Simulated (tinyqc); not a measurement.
Superjunction drift layer against a plain one, charge balance: two steps of the calculation.

Alternating n and p pillars of equal width wp, doping N and length Lp. When depleted, the lateral field peaks at Ex = q N wp/(2 eps0 eps_r) at the pillar junctions and a uniform vertical field Ey is added; breakdown is taken where Ex^2 + Ey^2 = Ef^2. Only the n pillars conduct, narrowed by the zero-bias depletion. A first-order model: the field peaks at the pillar ends are left out.

Parameters, values chosen for the exercise; values close to those of silicon:

| symbol | value | unit | meaning |
|---|---|---|---|
| eps_r | 12.1 |  | relative permittivity of the semiconductor |
| E16 | 0.406 | MV/cm | critical field at a doping of 1e16 cm^-3 |
| mx | 1390 | cm^2/(V s) | mobility at low doping |
| mi | 94.3 | cm^2/(V s) | mobility at high doping |
| Nr | 1.3e17 | cm^-3 | reference doping of the mobility |
| BV | 510 | V | wanted breakdown voltage |

Constants: q = 1.602176634e-19 C, eps0 = 8.8541878128e-14 F/cm where lengths are in cm. Results are converted to the units shown.

Task 1. Doping of the plain drift layer. Ec(N) = E16 (N/1e16 cm^-3)^(1/8); N(new) = eps0 eps_r Ec(N)^2/(2 q BV).

N after iteration 1 = 3.4172409e14 cm^-3

Find: Ec; N after iteration 2.

Result 1.

Ec = 0.2662 MV/cm
N after iteration 2 = 4.646e14 cm^-3

Task 2. Thickness and resistance of the plain layer. Ec(N) = E16 (N/1e16 cm^-3)^(1/8), mu(N) = mi + (mx - mi)/(1 + (N/Nr)^0.9). W = 2 BV/Ec, Rsp = W/(q mu N).

N of the plain layer = 5.1471576e14 cm^-3

Give: mu; W; Rsp.

Result 2.

mu = 1381 cm^2/(V s)
W = 36.40 um
Rsp = 31.96 mohm cm^2

tinyqc, about 0.01 s, one thread, Intel Xeon 2.30GHz (shared host): `OMP_NUM_THREADS=1 python tinyqc.py 2590106 2590107 out.jsonl`
